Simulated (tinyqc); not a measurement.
## Trap density from one capacitance

Inverse problem. Traps spread evenly through the insulator exchange electrons with the semiconductor by tunnelling, with tau(x) = t0 exp(2 ka x) at depth x from the interface. The admittance per area Y seen at depth x obeys dY/dx = -Y^2/(i w eps0 eox) + q Nb ln(1 + i w tau)/tau, with Y(0) = i w Cs and w = 2 pi f; the gate sees Y(tox) = G + i w C. Working variable y = Y/(i w), in uF/cm^2. Cox = eps0 eox/tox. Find Nb and G/w.

Parameters, values chosen for the exercise:

| symbol | value | unit | meaning |
|---|---|---|---|
| eox | 8.83 |  | relative permittivity of the insulator |
| tox | 4.2 | nm | insulator thickness |
| Cs | 1 | uF/cm^2 | semiconductor capacitance in accumulation |
| ka | 4.5 | 1/nm | decay constant of the wave function in the insulator |
| t0 | 1e-10 | s | time constant of a trap at the interface |
| f | 10000 | Hz | frequency |

Constants: q = 1.602176634e-19 C, eps0 = 8.8541878128e-14 F/cm where lengths are in cm. Results are converted to the units shown.

C = 0.68838662 uF/cm^2

Solution. C rises steadily with Nb, so one density matches; in practice ka and t0 must come from the frequency dependence.

Nb = 3.300e18 cm^-3 eV^-1
G/w = 0.005294 uF/cm^2

Program tinyqc, `OMP_NUM_THREADS=1 python tinyqc.py 2202244 2202245 out.jsonl`; Intel Xeon 2.30GHz, shared host, one thread, about 0.3 s.
